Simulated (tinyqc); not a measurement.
From drift mobility mu back to optical or intervalley deformation potential D_o: mobility of a non-polar semiconductor in the relaxation-time approximation. Computed by tinyqc, a small Python program. Command: `OMP_NUM_THREADS=1 python tinyqc.py 3016758 3016759 out.jsonl rta inv`. One thread of a shared host (Intel(R) Xeon(R) Processor @ 2.30GHz), about 0.05 s of CPU time with the checks.

Each valley is treated as a sphere of mass m_d for states and rates, with one isotropic relaxation time; the conductivity mass m_c sets the current.

Inputs (values chosen for the exercise, modelled on holes in germanium):
```
quantity                              value    unit
longitudinal mass m_l                 0.298     m_0
transverse mass m_t                   0.298     m_0
equivalent valleys Z                      1       -
static permittivity eps_s                16       -
density rho                            5323  kg/m^3
sound velocity v_l                     5240     m/s
acoustic deformation potential D_A      4.8      eV
phonon energy hbar w                   37.9     meV
final valleys Z_f                         1       -
carrier density n                   1.2e+15  1/cm^3
compensation ratio C                      0       -
temperature T                           300       K
```

Band: parabolic. Impurity formula: Brooks-Herring. Further scattering: none.

Constants: k_B = 8.617333262e-05 eV/K; m_0 = 9.1093837015e-31 kg; e = 1.602176634e-19 C; hbar = 1.054571817e-34 J s; eps_0 = 8.8541878128e-12 F/m; k_B = 1.380649e-23 J/K; hbar = 6.582119569e-16 eV s.

Method:
- m_d = (m_l m_t^2)^(1/3); 1/m_c = (1/m_l + 2/m_t)/3; Hall mass factor A = 3 K_m (K_m + 2)/(2 K_m + 1)^2, K_m = m_l/m_t; N_I = n (1 + C)/(1 - C).
- Parabolic band: E = hbar^2 k^2/(2 m), speed v = hbar k/m, states per spin, volume and energy g(E) = m k/(2 pi^2 hbar^2). Here m = m_d. Masses are multiplied by m_0 and all formulas are in SI units.
- The reduced Fermi level eta = E_F/(k_B T) solves n = 2 Z int g f dE with f = 1/(1 + exp(x - eta)) (Z = 1 unless valleys are given); screening length L_s = sqrt(eps_s eps_0 k_B T/(e^2 dn/deta)), dn/deta = 2 Z int g f (1 - f) dE.
- Integrals over x = E/(k_B T) use 160 Gauss-Legendre points in u = sqrt(x) from 0 to sqrt(max(eta, 0) + 32).
- Phonon occupation N_q = 1/(exp(hbar w/(k_B T)) - 1).
- Acoustic deformation potential (elastic, equipartition, absorption and emission together): 1/tau = 2 pi k_B T D_A^2 g(E)/(hbar rho v_l^2).
- Optical or intervalley deformation potential: 1/tau = (pi Z_f D_o^2/(rho w)) [N_q g(E + hbar w) + (N_q + 1) g(E - hbar w)], with g = 0 below the band edge.
- Each optical term is multiplied by (1 - f(E'))/(1 - f(E)), E' the final energy, for Pauli blocking.
- Singly charged impurities, momentum relaxation: 1/tau = N_I e^4 m (1 + 2 alpha E) Phi/(8 pi (eps_s eps_0)^2 hbar^3 k^3), with alpha = 0 for a parabolic band.
- Brooks-Herring: Phi = ln(1 + b) - b/(1 + b), b = 4 k^2 L_s^2.
- mu = (m_d/m_c) (2 Z e/(3 n k_B T)) int g v^2 tau f (1 - f) dE.
- Averages over x are split at the emission threshold x_0 = hbar w/(k_B T): 64 Gauss-Legendre points in sqrt(x) below it and 128 in sqrt(x - x_0) above it, up to x = max(eta, 0) + 32.
- Rates are added at each energy before the average. With <y> = int g v^2 y f (1 - f) dE: Hall factor r_H = A (3 n k_B T/(2 Z m_d)) <tau^2/(1 + 2 alpha E)>/<tau>^2 (alpha = 0 for a parabolic band); Hall mobility r_H mu; |S| = (k_B/e) (<x tau>/<tau> - eta); resistivity 1/(n e mu).

Question. A run gave the result below. Find the optical or intervalley deformation potential D_o, known to lie between 7.3 and 14 1e8 eV/cm.

drift mobility mu = 3075.486 cm^2/(V s)

Answer.

Each step takes the trial c = (a f_b - b f_a)/(f_b - f_a), f being the result less the target and a, b, c the logarithms of the listed values; c replaces end b, the old b replaces a if the sign of f changed, and otherwise f_a is halved.

Scan of the range:
```
optical or intervalley deformation potential D_o (1e8 eV/cm)  drift mobility mu (cm^2/(V s))
7.30                                                                                 3562.88
8.14                                                                                 3183.68
9.07                                                                                 2817.58
10.10                                                                                2470.31
11.30                                                                                2131.27
12.60                                                                                1829.35
14.00                                                                                1564.86
```

False position (Illinois rule, in the logarithm of the input) inside the bracket:
```
step    end a    end b    trial  drift mobility mu (cm^2/(V s))
1     8.14000  9.07000  8.40445                         3074.09
2     8.14000  8.40445  8.39768                         3076.84
3     8.40445  8.39768  8.40100                         3075.49
4     8.39768  8.40100  8.40100                         3075.49
```

Drift mobility mu falls at every point of a 13-point scan of the range (every second point is shown), so one value fits; it is bracketed by 8.14 and 9.07. Answer: optical or intervalley deformation potential D_o = 8.401 1e8 eV/cm.
